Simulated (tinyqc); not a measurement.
Inside a calculation. Model: tunnelling through a two-layer gate stack, WKB transmission and Tsu-Esaki current.

Program tinyqc, `OMP_NUM_THREADS=1 python tinyqc.py 2540114 2540115 out.jsonl`; Intel Xeon 2.30GHz, shared host, one thread, about 0.04 s. Printed values are rounded.

Electrons leave the emitter at x = 0. Energies E (motion across the layers) are in eV from the emitter Fermi level; the collector Fermi level lies at -V and offers states at every E. No charge in the dielectric and no image force: F1 = V/(t1 + t2 eps1/eps2), F2 = F1 eps1/eps2; U = phi1 - F1 x in layer 1 and phi2 - F1 t1 - F2 (x - t1) in layer 2. With C = hbar^2/(2 m0), kappa = sqrt(m (U - E)/C) where U > E and 0 elsewhere; T(E) = exp(-S), S = 2 times the integral of kappa over x.

Parameters, values chosen for the exercise; layer 1 close to silicon dioxide, layer 2 close to aluminium oxide: temperature T = 77 K; Fermi energy of the emitter above its band bottom Ef = 0.19 eV; emitter mass in the supply function me = 1 m0; barrier of layer 1 above the emitter Fermi level at zero bias phi1 = 3.2 eV; tunnelling mass of layer 1 m1 = 0.48 m0; thickness of layer 1 t1 = 1 nm; relative permittivity of layer 1 eps1 = 4.08; barrier of layer 2 at zero bias phi2 = 2.5 eV; tunnelling mass of layer 2 m2 = 0.4 m0; thickness of layer 2 t2 = 4 nm; relative permittivity of layer 2 eps2 = 9.09; voltage across the dielectric V = 1.1 V; energy of the electron followed E = 0 eV; cells in each layer nc = 3; lower end of the energy grid Ea = -0.19 eV; upper end of the energy grid Eb = 0.065 eV; points of the energy grid nE = 15.

Constants: q = 1.602176634e-19 C, kB = 1.380649e-23 J/K, hbar = 1.054571817e-34 J s, m0 = 9.1093837015e-31 kg, Vt = kB T/q, hbar^2/(2 m0) = 0.0380998212 eV nm^2. Results are converted to the units shown.

## Fields and band edges

F1 = V/(t1 + t2 eps1/eps2), F2 = F1 eps1/eps2; U = phi1 - F1 x in layer 1 and phi2 - F1 t1 - F2 (x - t1) in layer 2. EOT = 3.9 (t1/eps1 + t2/eps2).

F1 = 3.935065 MV/cm
F2 = 1.766234 MV/cm
U at the end of layer 1 = 2.806494 eV
U at the start of layer 2 = 2.106494 eV
U at the end of layer 2 = 1.4 eV
EOT = 2.672054 nm

## WKB exponent by the midpoint rule

Cut each layer into nc equal cells, take U and kappa at the cell centres, and sum S = 2 sum kappa h.

```
cell    x (nm)    U (eV)  kappa (1/nm)
0     0.166667  3.134416      6.284018
1     0.500000  3.003247      6.151126
2     0.833333  2.872078      6.015300
3     1.666667  1.988745      4.569388
4     3.000000  1.753247      4.290324
5     4.333333  1.517749      3.991797
```

S = 46.57099
T(E) = 5.949458e-21

## WKB exponent in closed form

Each layer adds (2/F) sqrt(m/C) [G(u at its left edge) - G(u at its right edge)] to S, with u = U - E (0 where negative) and G(u) = (2/3) u^1.5. The slope follows from 1/d = -dS/dE.

S = 46.56414
T(E) = 5.990356e-21
energy d over which T(E) grows by a factor e = 0.084118 eV

The midpoint rule gives S = 46.571, so its T(E) is 0.68 % below this value. The band edge stays above E through the whole stack: direct tunnelling through a trapezoid.

## Current density on a coarse energy grid

J = J0 times the integral of T(E) N(E) dE, N = ln[(1 + exp(-E/Vt))/(1 + exp((-E - V)/Vt))], J0 = q^2 me m0 kB T/(2 pi^2 hbar^3) (times 1e-4 for A/cm^2 per eV), by Simpson's rule on nE equally spaced points from Ea to Eb.

```
point      E (eV)          T(E)            N        T(E) N
0      -0.1900000  6.612569e-22     28.63453  1.893478e-20
1      -0.1717857  8.130999e-22     25.88949  2.105074e-20
2      -0.1535714  1.000737e-21     23.14445  2.316151e-20
3      -0.1353571  1.232833e-21     20.39941  2.514907e-20
4      -0.1171429  1.520207e-21     17.65437  2.683829e-20
5      -0.0989286  1.876380e-21     14.90933  2.797557e-20
6      -0.0807143  2.318275e-21     12.16430  2.820019e-20
7      -0.0625000  2.867091e-21     9.419333  2.700608e-20
8      -0.0442857  3.549414e-21     6.675475  2.369402e-20
9      -0.0260714  4.398626e-21     3.948643  1.736860e-20
10     -0.0078571  5.456692e-21     1.451112  7.918271e-21
11      0.0103571  6.776429e-21    0.1905758  1.291423e-21
12      0.0285714  8.424389e-21   0.01339800  1.128699e-22
13      0.0467857  1.048454e-20  8.661817e-4  9.081516e-24
14      0.0650000  1.306295e-20  5.567109e-5  7.272285e-25
```

J0 = 1.073805e8 A/(cm^2 eV)
J = 4.682251e-13 A/cm^2

The integrand peaks at E = -0.0807 eV among these points. A converged quadrature from -Ef to above the barrier gives 4.683e-13 A/cm^2; this grid is within 0.01 % of that.
